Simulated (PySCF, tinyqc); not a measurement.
Worked calculation: RHF in the 6-31g basis, for H4, spin multiplicity 1. The lowest restricted solution is unstable here: a spin-polarised one lies 0.0493 hartree lower (PySCF). One step of it, computed by the program tinyqc.

Task: Orthogonalisation. S = U s U^T; symmetric (Loewdin) form X = U s^(-1/2) U^T, so that X^T S X = 1.

overlap S, lower triangle:
```
          1H 1s     1H 2s     2H 1s     2H 2s     3H 1s     3H 2s     4H 1s     4H 2s
1H 1s  1.000000
1H 2s  0.658292  1.000000
2H 1s  0.056613  0.232449  1.000000
2H 2s  0.232449  0.527654  0.658292  1.000000
3H 1s  0.001414  0.052932  0.000111  0.018818  1.000000
3H 2s  0.052932  0.211975  0.018818  0.111849  0.658292  1.000000
4H 1s  0.000111  0.018818  0.001414  0.052932  0.056613  0.232449  1.000000
4H 2s  0.018818  0.111849  0.052932  0.211975  0.232449  0.527654  0.658292  1.000000
```

Give: eigenvalues of S; X.

Result:

eigenvalues of S: 0.1728  0.2624  0.3071  0.4138  1.1415  1.2548  1.9518  2.4958

X, lower triangle:
```
         1H 1s    1H 2s    2H 1s    2H 2s    3H 1s    3H 2s    4H 1s   4H 2s
1H 1s   1.2603
1H 2s  -0.5134   1.4634
2H 1s   0.0291   0.0293   1.2603
2H 2s   0.0293  -0.3988  -0.5134   1.4634
3H 1s  -0.0137   0.0549  -0.0063   0.0032   1.2603
3H 2s   0.0549  -0.1937   0.0032   0.0474  -0.5134   1.4634
4H 1s  -0.0063   0.0032  -0.0137   0.0549   0.0291   0.0293   1.2603
4H 2s   0.0032   0.0474   0.0549  -0.1937   0.0293  -0.3988  -0.5134  1.4634
```
